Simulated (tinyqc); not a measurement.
## Gate voltage for a given inversion charge

Question. p-type body, charge-sheet picture, depletion and inversion only, full ionisation (an idealisation for deep acceptors), Boltzmann statistics (rough once Na exp(x - xn) passes about Nc/7). In units of Vt: xg = (Vg - Vfb)/Vt, x = psi/Vt, G = gamma/sqrt(Vt), xn = (2 phiF + Vc)/Vt. The implicit equation is (xg - x)^2 = G^2 [x - 1 + exp(x - xn)] for x above about 3. Cox = eps0 eox/tox. ni = sqrt(Nc Nv) exp(-Eg/(2 Vt)), Eg in volts; phiF = Vt ln(Na/ni); gamma = sqrt(2 q eps0 eps_r Na)/Cox. N_inv = (Cox Vt G/q) [sqrt(x - 1 + exp(x - xn)) - sqrt(x - 1)]. Find x - xn, psi and Vg.

Parameters, values chosen for the exercise; band and dielectric values close to those of silicon: temperature T = 350 K; band gap Eg = 1.14 eV; relative permittivity eps_r = 11.6; conduction-band density of states at T Nc = 3.5e19 cm^-3; valence-band density of states at T Nv = 3.36e19 cm^-3; relative permittivity of the gate insulator (close to silicon dioxide) eox = 3.9; insulator thickness tox = 1.4 nm; acceptor density Na = 2.7e17 cm^-3; flat-band voltage Vfb = -0.51 V; channel-body voltage Vc = 0.5 V.

Constants: q = 1.602176634e-19 C, kB = 1.380649e-23 J/K, Vt = kB T/q, eps0 = 8.8541878128e-14 F/cm where lengths are in cm. Results are converted to the units shown.

N_inv = 2.6e10 cm^-2

Answer. N_inv rises steadily with x, so it fixes x; the implicit equation then gives xg directly.

x - xn = 0.0686
psi = 1.35 V
Vg = 0.980 V

Numbers from tinyqc (`OMP_NUM_THREADS=1 python tinyqc.py 2122212 2122213 out.jsonl`; about 0.01 s on one thread of a shared Intel Xeon 2.30GHz).
